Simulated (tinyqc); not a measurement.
# Changing the delta-doping density N_d

Model: charge control and current of a heterostructure field-effect transistor. Computed by tinyqc, a small Python program. Command: `OMP_NUM_THREADS=1 python tinyqc.py 3028985 3028986 out.jsonl hemt sweep`. One thread of a shared host (Intel(R) Xeon(R) Processor @ 2.30GHz), about 0.01 s of CPU time with the checks.

Two subbands in a triangular well; E_F is counted from the conduction band edge of the channel at the interface.

Inputs (values chosen for the exercise, modelled on AlGaAs/GaAs):
```
quantity                                value        unit
channel mass m                          0.068         m_0
permittivity eps (barrier and channel)   12.2           -
barrier thickness d                        44          nm
Schottky barrier phi_B                   0.81          eV
conduction band offset dE_c               0.3          eV
gate voltage V_G                         0.36           V
mobility mu                              6800  cm^2/(V s)
saturation velocity v_s                   1.3    1e7 cm/s
gate length L                            1700          nm
source resistance R_S                       0      ohm mm
temperature T                             400           K
mixing                                    0.5           -
iteration cap                             200           -
spacer between delta layer and channel    2.5          nm
```

Charge source: delta doping. Velocity law: smooth.

Constants: e = 1.602176634e-19 C; eps_0 = 8.8541878128e-12 F/m; k_B = 8.617333262e-05 eV/K; hbar = 1.054571817e-34 J s; m_0 = 9.1093837015e-31 kg; k_B = 1.380649e-23 J/K.

Method:
- Threshold V_T = phi_B - dE_c - e N_d (d - spacer)/(eps eps_0) (in volts); C_b = eps eps_0/d.
- Charge control: n_s = C_b (V_G - V_T - E_F/e)/e. Well: mean field F = e n_s/(2 eps eps_0), E_i = (hbar^2/2m)^(1/3) [(3 pi e F/2)(i + 3/4)]^(2/3), i = 0, 1; n_s = D k_B T sum_i ln(1 + exp((E_F - E_i)/k_B T)), D = m/(pi hbar^2), which is solved in closed form for E_F.
- Iteration from n_s = C_b (V_G - V_T)/(2e): E_F from n_s, n_out from the charge control, n_new = n_s + mixing (n_out - n_s), kept above n_s/10; stop when |n_out/n_s - 1| < 1e-9.
- C_g = e dn_s/dV_G = 1/(1/C_b + 1/C_q), 1/C_q = d(E_F/e)/d(e n_s) by a central difference of +/- 0.1 % in n_s; added distance dd = eps eps_0/C_q.
- With V = e n_s/C_g and V_c = v_s L/mu: for v = mu F/(1 + mu F/v_s), V_Dsat = V_c (sqrt(1 + 2V/V_c) - 1) and I/W = C_g v_s (V - V_Dsat); g_m = dI/dV; extrinsic g_m/(1 + g_m R_S); f_T = g_m/(2 pi C_g L).

One run for each value; columns: (1) delta-doping density N_d (1/cm^2); (2) sheet density n_s (1/cm^2); (3) threshold voltage V_T (V); (4) E_F (meV); (5) saturation current I/W (mA/mm):
```
(1)              (2)      (3)     (4)     (5)
1.40e+12  9.7278e+11  -0.3517   76.90   81.83
1.80e+12  1.3003e+12  -0.5980  109.38  121.99
2.20e+12  1.6326e+12  -0.8442  138.71  165.61
2.80e+12  2.1368e+12  -1.2135  178.97  235.78
3.50e+12  2.7307e+12  -1.6444  222.29  322.85
5.60e+12  4.5320e+12  -2.9370  339.37  605.12
7.00e+12  5.7426e+12  -3.7987  411.02  804.46
```

Give the missing row, delta-doping density N_d (1/cm^2) = 4.40e+12.

Computed row; columns: (1) delta-doping density N_d (1/cm^2); (2) sheet density n_s (1/cm^2); (3) threshold voltage V_T (V); (4) E_F (meV); (5) saturation current I/W (mA/mm):
```
(1)              (2)      (3)     (4)     (5)
4.40e+12  3.4999e+12  -2.1983  274.29  440.69
```

Interpolating between the two neighbouring rows (linearly) misses most in saturation current I/W (mA/mm), by 0.71 %. Over the rows, sheet density n_s (1/cm^2) rises from 9.73e11 to 5.74e12 (exponent d ln y / d ln x 1.2 between the first rows and 1.1 between the last); threshold voltage V_T (V) falls from -0.352 to -3.80 (exponent d ln y / d ln x 2.1 between the first rows and 1.2 between the last); E_F (meV) rises from 76.9 to 411 (exponent d ln y / d ln x 1.4 between the first rows and 0.86 between the last).

Caution (rows 3.50e12, 4.40e12, 5.60e12, 7.00e12): E_F lies above the conduction band minimum of the barrier, so electrons would spill into the barrier.

Extremes, crossings and ranges named in words are read from the listed rows.
